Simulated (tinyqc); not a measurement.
p-n heterojunction, non-linear Poisson equation by Newton steps, Fermi-Dirac statistics: effect of the donor density of material 2.

One dimension, material 1 (p-type) at x < 0 and material 2 (n-type) at x > 0. Band edges: Ec = -psi in material 1 and -psi + dEc in material 2, Ev = Ec - Eg. Flat quasi-Fermi levels: 0 for holes, +V for electrons. n = Nc F((EFn - Ec)/Vt), p = Nv F((Ev - EFp)/Vt), with F(eta) = F_1/2(eta) = (2/sqrt(pi)) int_0^infinity sqrt(u) du/(1 + exp(u - eta)) (Fermi-Dirac statistics); full ionisation, no interface charge, classical densities; the doping types are chosen for the exercise.

Exact first integral: on each side D^2/(2 eps0 er) = G, G = q [Vt (nI_j - nI_b) + Vt (pI_j - pI_b) - C (psi_j - psi_b)], with C = -N1 or +N2, b the neutral end of that side, and nI, pI the densities with F_1/2 replaced by F_3/2(eta) = (4/(3 sqrt(pi))) int_0^infinity u^(3/2) du/(1 + exp(u - eta)). D is continuous, so er1 G1(psi_j) = er2 G2(psi_j) fixes psi_j. Ends from Nv1 F((-psi_L - Eg1)/Vt) = N1 and Nc2 F((V + psi_R - dEc)/Vt) = N2. D is counted positive when psi rises towards material 2. Depletion (Anderson) capacitance C^2 = q eps0 er1 er2 N1 N2/(2 (er1 N1 + er2 N2)(psi_R - psi_L)). -dD/dV is the change of the displacement at the interface with both quasi-Fermi levels flat; it is the terminal capacitance only while neither side holds an inversion layer. n_j and p_j are densities at the interface.

Values chosen for this exercise; band and dielectric values close to those of CdTe and CdS:
- T = 350 K (temperature)
- Eg1 = 1.5 eV (band gap of material 1)
- er1 = 10.2 (relative permittivity of material 1)
- Nc1 = 1.02e18 cm^-3 (conduction-band density of states of material 1)
- Nv1 = 2.23e19 cm^-3 (valence-band density of states of material 1)
- Eg2 = 2.43 eV (band gap of material 2)
- er2 = 9.01 (relative permittivity of material 2)
- Nc2 = 2.78e18 cm^-3 (conduction-band density of states of material 2)
- Nv2 = 2.31e19 cm^-3 (valence-band density of states of material 2)
- dEc = -0.08 eV (conduction-band offset Ec2 - Ec1)
- N1 = 1e18 cm^-3 (acceptor density of material 1)
- V = -2 V (bias of side 1 against side 2)

Constants: q = 1.602176634e-19 C, kB = 1.380649e-23 J/K, Vt = kB T/q, eps0 = 8.8541878128e-14 F/cm where lengths are in cm. Results are converted to the units shown.

Result of one run:
columns A: psi_R - psi_L (V); B: psi_j - psi_L (V); C: psi_R - psi_j (V); D: D/q (cm^-2); E: n_j in 1 (cm^-3); F: p_j in 2 (cm^-3); G: -dD/dV (nF/cm^2); H: depletion C (nF/cm^2)
```
A           B      C         D          E         F      G      H
3.248  0.5089  2.739  2.323e12  1.909e-24  1.414e-4  58.38  57.83
```

Which donor density of material 2 N2 gave this result: 5e14, 6.5e15, 1.5e16, 8.5e16 or 2e17 cm^-3?

N2 = 2e17 cm^-3.

The whole series:
columns A: N2 (cm^-3); B: psi_R - psi_L (V); C: psi_j - psi_L (V); D: psi_R - psi_j (V); E: D/q (cm^-2); F: n_j in 1 (cm^-3); G: p_j in 2 (cm^-3); H: -dD/dV (nF/cm^2); I: depletion C (nF/cm^2)
```
A           B         C      D         E          F         G      H      I
5e14    3.067  0.009513  3.057  1.228e11  1.228e-31      2197  3.244  3.227
1.2e15  3.093   0.01522  3.078  1.908e11  1.484e-31      1818  5.003  4.977
2.8e15  3.119   0.02437  3.094  2.923e11  2.010e-31      1343  7.608  7.565
6.5e15  3.144   0.03991  3.104  4.461e11  3.364e-31     802.0  11.53  11.46
1.5e16  3.169   0.06787  3.102  6.773e11  8.502e-31     317.4  17.41  17.28
3.6e16  3.196    0.1266  3.069  1.044e12  5.956e-30     45.30  26.65  26.41
8.5e16  3.222    0.2512  2.971  1.578e12  3.707e-28    0.7279  39.98  39.60
2e17    3.248    0.5089  2.739  2.323e12  1.909e-24  1.414e-4  58.38  57.83
```

As N2 goes from 5e14 to 2e17, the total bending rises from 3.07 to 3.25 V and the sheet charge D/q rises from 1.23e11 to 2.32e12 cm^-2; the share of the bending in material 1 rises from 0.310 to 15.7 %. The capacitance departs most from the depletion formula at N2 = 8.5e16, where it is 0.95 % above it.

Computed by the program tinyqc: `OMP_NUM_THREADS=1 python tinyqc.py 2040156 2040157 out.jsonl`, one thread of a shared Intel Xeon 2.30GHz, about 0.3 s for the whole run.
